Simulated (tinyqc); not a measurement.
# Bias-temperature instability, empirical power law with universal recovery: two studies

Threshold-voltage shift at the end of a stress: dV = A (V/V0)^g exp[-(Ea q/kB)(1/T - 1/T0)] (t/1 s)^n. After a delay tr the permanent share pp stays and the rest falls by r = 1/(1 + B (tr/t)^be). An empirical model: its parameters are fits, not properties.

Values chosen for this exercise: reference stress voltage V0 = 1.4 V; reference temperature T0 = 373 K; shift after 1 s at V0 and T0 A = 4.6 mV; time exponent n = 0.13; voltage exponent g = 5.6; apparent activation energy of the shift Ea = 0.15 eV; permanent share pp = 0.34; recovery scale B = 5.2; recovery dispersion be = 0.12; use voltage V = 0.8 V; use temperature T = 378 K; failure criterion dc = 50 mV; stress time ts = 1000 s.

Constants: q = 1.602176634e-19 C, kB = 1.380649e-23 J/K. Results are converted to the units shown.

Each table varies one quantity; the others keep the values above.

## Effect of the time exponent at a fixed measured point

The lifetime solves dV = dc; ten years are 3.15576e8 s. A is rescaled so that the shift at ts, V0 and T0 stays the same.

Effect of the time exponent at a fixed measured point:
```
nx     A (mV)  shift after ten years (mV)  lifetime (years)
0.1     5.659                       1.856          2.019e15
0.125   4.762                       2.546          2.209e11
0.15    4.006                       3.495           5.054e8
0.175   3.371                       4.796           6.570e6
0.2     2.836                       6.582           2.529e5
0.225   2.386                       9.033           2.008e4
0.25    2.008                       12.40              2646
0.275   1.689                       17.01             504.0
0.3     1.422                       23.35             126.6
```

The ten-year shift rises from 1.86 to 23.3 mV and the lifetime falls from 2.02e15 to 127 years: an error of 0.025 in the exponent changes the shift by a factor of 1.37 over the 5.50 decades from ts to ten years. For nx = 0.1, 0.125, 0.15, 0.175, 0.2, 0.225, 0.25 the lifetime is a formal extrapolation far beyond any test.

## Recovery after a stress

Same model as above.

At V0 and T0 after the stress time ts.

Recovery after a stress:
```
tr (s)       tr/ts  share left  shift (mV)
0.00082  8.2000e-7     0.67545      7.6269
0.012    1.2000e-5     0.62265      7.0307
0.16     1.6000e-4     0.57389      6.4802
2.3      0.0023000     0.52812      5.9633
33        0.033000     0.48821      5.5127
460        0.46000     0.45504      5.1381
6500        6.5000     0.42789      4.8316
92000       92.000     0.40635      4.5884
```

What does the table show?

The shift falls from 7.63 to 4.59 mV over 8.0 decades of time, towards the permanent 3.84 mV. Half of the recoverable part is gone at tr/ts = B^(-1/be) = 1.08e-6.

Program tinyqc, `OMP_NUM_THREADS=1 python tinyqc.py 2070174 2070175 out.jsonl`; Intel Xeon 2.30GHz, shared host, one thread, about 0.01 s.
